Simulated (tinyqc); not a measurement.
Competing polymorphs of an oxide film: bulk, surface, grain-boundary, dopant and field terms: one step, computed by the program tinyqc.

Phases: monoclinic m (reference), polar orthorhombic o, tetragonal t. Free energies per formula unit (f.u.); 1 J/m^2 x angstrom^3/nm = 6.241509 meV.

Problem. Crossing points. With G = b + gamma Omega A (b the bulk free energy per formula unit, A the area per volume), two phases i, j cross at A_ij = (b_j - b_i)/(Omega (gamma_i - gamma_j)); o has a window only if A_mo < A_ot.

Inputs (values chosen for the exercise, for a model oxide):

| quantity | value | unit |
|---|---|---|
| surface energy of m | 2.7 | J/m^2 |
| surface energy of o | 2.18 | J/m^2 |
| surface energy of t | 2.1 | J/m^2 |
| volume per formula unit Omega | 34.5 | angstrom^3 |
| temperature T | 1100 | K |

b (meV/f.u.): m 0.00, o 24.34, t 39.50

Give: A_mo; A_ot; A_mt.

Solution.

A_mo = 0.2174 1/nm

A_ot = 0.8800 1/nm

A_mt = 0.3057 1/nm

o is lowest for A between 0.217 and 0.880 1/nm, m below and t above.
